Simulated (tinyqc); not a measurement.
Vacuum evaporation: vapour pressure, source flux, thickness distribution, purity and step coverage: one step, computed by the program tinyqc.

Molecular flow, unit sticking of the metal, no re-evaporation. The background gas is taken as water vapour (18.015 g/mol, collision diameter 0.37 nm) at 300 K.

Question. Rate and uniformity on a fixed wafer above the source. A small source emits (n + 1) Phi area cos^n(phi)/(2 pi) per solid angle; on a parallel plane at height h and lateral distance l the arrival rate is (n + 1) Phi area/(2 pi h^2) x (1 + (l/h)^2)^(-(n + 3)/2). Growth rate = arrival rate x m/rho, m = M u. The wafer is fixed and centred above the source.

Inputs (values chosen for the exercise, modelled on indium, with constants for the liquid): molar mass M = 114.8 g/mol; film density rho = 7.31 g/cm^3; source temperature T = 1170 K; source area = 0.14 cm^2; directionality n = 1; source-to-wafer distance h = 49 cm; wafer radius R = 2.5 cm.

flux Phi = 5.901379e+17 1/(cm^2 s)

Constants: u = 1.6605390666e-27 kg.

Give: arrival rate at the centre; growth rate at the centre; edge over centre; non-uniformity (max - min)/(max + min); share of the material that lands on the wafer, 1 - (1 + (R/h)^2)^(-(n + 1)/2).

Answer.

arrival rate at the centre = 1.095e+13 1/(cm^2 s)

growth rate at the centre = 0.002856 nm/s

edge over centre = 0.9948

non-uniformity (max - min)/(max + min) = 0.2600 %

share of the material that lands on the wafer, 1 - (1 + (R/h)^2)^(-(n + 1)/2) = 0.2596 %
